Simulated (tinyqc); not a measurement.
AlGaN/GaN HEMT with access regions, lumped model: two steps of the calculation.

A polarisation-induced electron sheet under a Schottky gate, in series with two ungated access regions and contacts. Drift law v = mu E/(1 + mu E/vs) under the gate. Currents in mA/mm, resistances in ohm mm. No self-heating, no channel-length modulation; fits for polarisation, barrier and offset are chosen for the exercise.

Inputs (values chosen for the exercise); values close to those of AlGaN/GaN structures:
- x = 0.3 (aluminium share of the barrier)
- d = 20 nm (barrier thickness)
- eps_r = 9 (relative permittivity of barrier and channel)
- mu = 1600 cm^2/(V s) (channel mobility)
- vs = 1.1e7 cm/s (saturation velocity)
- Lg = 0.25 um (gate length)
- Ls = 0.5 um (source access length)
- Ld = 4 um (drain access length)
- Rc = 0.36 ohm mm (resistance of each contact)
- ft = 0.47 (share of the drain-access electrons removed by traps)
- Vg = 0 V (gate voltage)
- Ec = 3.2 MV/cm (critical field)
- te = 0.3 um (depth over which the depleted charge spreads)
- tf = 50 nm (insulator under the field plate)
- ei = 3.9 (relative permittivity of that insulator)

Constants: q = 1.602176634e-19 C, eps0 = 8.8541878128e-14 F/cm where lengths are in cm. Results are converted to the units shown.

Problem 1. Polarisation charge, threshold and sheet resistance. sigma = (5e13 x + 1.6e13 x^2) cm^-2, phiB = 0.84 + 1.3 x, dEc = 0.7 (1.71 x + x^2) in volts, Cb = eps0 eps_r/d, VT = phiB - dEc - q sigma/Cb, access density n0 = -Cb VT/q. Rsh = 1/(q mu n0); largest access current q n0 vs.

Give: sigma; Cb; VT; n0; Rsh; q n0 vs.

Solution 1.

sigma = 1.644e13 cm^-2
Cb = 0.3984 uF/cm^2
VT = -5.803 V
n0 = 1.443e13 cm^-2
Rsh = 270.3 ohm
q n0 vs = 2543 mA/mm

Problem 2. On-resistance and breakdown. Ron = 2 Rc + Ls/(q mu n0) + Ld/(q mu (1 - ft) n0) + Lg/(mu Cb (Vg - VT)). Off state: a depleted stretch that holds the voltage V has the peak field sqrt(k V), k = 2 q n0/(eps0 eps_r te), so one edge holds V1 = Ec^2/k. The sheet under the plate pinches off at Vf = q n0 (1/Cb + tf/(eps0 ei)); beyond it the gate edge is screened. BV = V1 if Vf >= V1, else Vf + V1, and at most Ec Ld. Specific resistance Ron (Ls + Lg + Ld); figure of merit BV^2 over it.

Find: Ron; Vf; V1; BV; specific resistance; figure of merit.

Solution 2.

Ron = 2.963 ohm mm
Vf = 39.28 V
V1 = 52.94 V
BV = 92.22 V
specific resistance = 0.1407 mohm cm^2
figure of merit = 60.43 MW/cm^2

The plate raises BV by a factor of 1.74.

tinyqc, about 0.01 s, one thread, Intel Xeon 2.30GHz (shared host): `OMP_NUM_THREADS=1 python tinyqc.py 2570052 2570053 out.jsonl`
